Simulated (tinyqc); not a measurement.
Schottky emission and Poole-Frenkel conduction in an insulator, and how to tell them apart: activation energy against field.

Schottky emission (electrode-limited): J = As T^2 exp[-(pb - b sqrt(F))/Vt], b = sqrt(q/(4 pi eps0 ei)). Poole-Frenkel emission (bulk-limited): J = s0 F exp[-(pt - 2 b sqrt(F))/Vt]. F in V/cm.

The activation energy is -d ln J/d(q/kB T) at fixed F.

Values chosen for this exercise; dielectric values close to those of silicon nitride:

| symbol | value | unit | meaning |
|---|---|---|---|
| T | 325 | K | temperature |
| ei | 4.14 |  | high-frequency relative permittivity |
| pt | 1.07 | eV | trap depth |
| s0 | 0.58 | S/cm | Poole-Frenkel prefactor |
| pb | 1.55 | eV | electrode barrier |
| As | 54 | A/(cm^2 K^2) | Richardson constant |

Constants: q = 1.602176634e-19 C, kB = 1.380649e-23 J/K, Vt = kB T/q, eps0 = 8.8541878128e-14 F/cm where lengths are in cm. Results are converted to the units shown.

Results:
```
F (MV/cm),sqrt(F) ((V/cm)^0.5),"J, Schottky (A/cm^2)",its Ea (eV),"J, Poole-Frenkel (A/cm^2)",its Ea (eV)
0.2,447.2,1.032e-16,1.523,1.145e-9,0.9032
1.43,1196,1.509e-14,1.383,1.750e-4,0.6240
2.04,1428,7.095e-14,1.340,0.005519,0.5373
2.66,1631,2.736e-13,1.302,0.1070,0.4617
3.27,1808,8.913e-13,1.269,1.396,0.3955
3.89,1972,2.656e-12,1.238,14.75,0.3343
4.5,2121,7.165e-12,1.210,124.2,0.2788
```

Estimate the missing row, F = 0.81 MV/cm.

Computed row:
```
F (MV/cm),sqrt(F) ((V/cm)^0.5),"J, Schottky (A/cm^2)",its Ea (eV),"J, Poole-Frenkel (A/cm^2)",its Ea (eV)
0.81,900.0,2.104e-15,1.438,1.928e-6,0.7343
```

With this row back in the table: Both activation energies fall linearly in sqrt(F), the Poole-Frenkel one twice as fast (0.903 to 0.279 eV against 1.52 to 1.21 eV). They extrapolate to pt = 1.07 eV and to pb + 2 kB T = 1.61 eV, the 2 kB T coming from the T^2. The Schottky current is the smaller one in every row. For F = 2.04, 2.66, 3.27, 3.89, 4.5 a Fowler-Nordheim estimate for tunnelling through pb with a mass of 0.4 m0 exceeds the Schottky current, so tunnelling, left out here, would compete.

tinyqc, about 0.01 s, one thread, Intel Xeon 2.30GHz (shared host): `OMP_NUM_THREADS=1 python tinyqc.py 2370164 2370165 out.jsonl`
